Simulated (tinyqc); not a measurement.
Strength of the heavy-light coupling: shallow acceptor in the spherical four-band model.

The ground state 1S3/2 has an L = 0 part f(r) and an L = 2 part g(r). In units of Ry* and a*, with Gaussians f_i = exp(-a_i r^2), g_i = r^2 exp(-a_i r^2), A = a_i + a_j and I(n) = Gamma((n + 1)/2)/(2 A^((n + 1)/2)): S_ff = I(2), S_gg = I(6), H_ff = (6 a_i a_j/A) I(2) - 2 I(1), H_gg = (14 a_i a_j/A) I(6) - 2 I(5), H_fg = -mu [15 I(2) - 20 a_j I(4) + 4 a_j^2 I(6)]; each function is then normalised. The split-off band is left out.

Converged values use 22 exponents 2.2^i, i = -7 to 14, for f and for g.

Values chosen for the exercise (out of a larger set: near those of a shallow acceptor in Si, where the small spin-orbit splitting and strong warping make this model rough; not measured data): mus = (0.12, 0.29, 0.55, 0.62, 0.72, 0.81, 0.91) (couplings).

Ry* = 22.5147 meV

Converged values in Ry* and a*; the heavy-mass hydrogen model gives 1/(1 - mu).

Results:

| mu | binding (Ry*) | 1/(1 - mu) | ratio | L = 2 weight | <r> (a*) | binding (meV) |
|---|---|---|---|---|---|---|
| 0.12 | 1.013 | 1.136 | 0.892 | 0.006 | 1.484 | 22.8 |
| 0.29 | 1.082 | 1.408 | 0.769 | 0.036 | 1.403 | 24.4 |
| 0.55 | 1.388 | 2.222 | 0.625 | 0.134 | 1.132 | 31.3 |
| 0.62 | 1.558 | 2.632 | 0.592 | 0.172 | 1.022 | 35.1 |
| 0.81 | 2.695 | 5.263 | 0.512 | 0.307 | 0.621 | 60.7 |
| 0.91 | 5.255 | 11.111 | 0.473 | 0.398 | 0.331 | 118.3 |

Give the missing row, mu = 0.72.

Computed row:
```
mu    binding (Ry*)  1/(1 - mu)  ratio  L = 2 weight  <r> (a*)  binding (meV)
0.72          1.960       3.571  0.549         0.237     0.832           44.1
```

The binding starts as 1 + O(mu^2), 1.013 at mu = 0.12, since the coupling enters in second order, and reaches 5.25 at mu = 0.91. The ratio to the heavy-mass model falls from 0.89 to 0.47, towards about 0.44 as mu goes to 1: the bound hole is only partly heavy. The L = 2 weight grows to 0.40 and the radius shrinks by a factor 4.5.

Run: tinyqc, `OMP_NUM_THREADS=1 python tinyqc.py 1281145 1281146 out.jsonl`; Intel(R) Xeon(R) Processor @ 2.30GHz, one thread, shared host; about 0.05 s of CPU time with all checks.
